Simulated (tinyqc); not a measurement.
## Thermionic emission over a Gaussian spread of barriers: effect of the spread

Metal on an n-type semiconductor with one parabolic valley; V > 0 is forward bias (metal positive). Patches of barrier height b are spread as a Gaussian with mean phi - r2 V and variance sg^2 + r3 V; each carries A* T^2 exp(-b/Vt) [exp(V/Vt) - 1].

A* = 4 pi q me m0 kB^2/h^3 (times 1e-4 for A/(cm^2 K^2)). At zero bias the mean of exp(-b/Vt) gives phi_ap(0) = phi - sg^2/(2 Vt), J0 = A* T^2 exp(-phi_ap(0)/Vt), and the current is centred on b = phi - sg^2/Vt.

Inputs (values chosen for the exercise); band and dielectric values close to those of cadmium telluride:
- T = 400 K (temperature)
- me = 0.101 m0 (electron mass)
- phi = 1.2 eV (barrier height seen from the metal)

Constants: q = 1.602176634e-19 C, kB = 1.380649e-23 J/K, h = 6.62607015e-34 J s, m0 = 9.1093837015e-31 kg, Vt = kB T/q. Results are converted to the units shown.

Result of one run:
```
sg (eV)  phi_ap(0) (eV)  J0 (A/cm^2)  barrier that carries most current (eV)
0.12             0.9911     6.320e-7                                  0.7822
```

What becomes of these results when the standard deviation of the barrier heights sg is changed from 0.12 to 0.06 eV, all else the same?

Result of the changed run:
```
sg (eV)  phi_ap(0) (eV)  J0 (A/cm^2)  barrier that carries most current (eV)
0.06              1.148     6.712e-9                                   1.096
```

The whole series:
```
sg (eV)  phi_ap(0) (eV)  J0 (A/cm^2)  barrier that carries most current (eV)
0.02              1.194     1.746e-9                                   1.188
0.04              1.177     2.893e-9                                   1.154
0.06              1.148     6.712e-9                                   1.096
0.08              1.107     2.181e-8                                   1.014
0.1               1.055     9.921e-8                                  0.9099
0.12             0.9911     6.320e-7                                  0.7822
0.14             0.9157     5.637e-6                                  0.6314
```

The apparent barrier falls from 1.19 to 0.916 eV, by sg^2/(2 Vt), and J0 grows by a factor of 3230 over the table. The lowering equals Vt at sg = sqrt(2) Vt = 0.0487 eV. In 2 of the 7 rows sg exceeds 3 Vt, so the current comes from more than three deviations below the mean, a tiny share of the area that a Gaussian of independent patches describes poorly.

Program tinyqc, `OMP_NUM_THREADS=1 python tinyqc.py 2640006 2640007 out.jsonl`; Intel Xeon 2.30GHz, shared host, one thread, about 0.01 s.
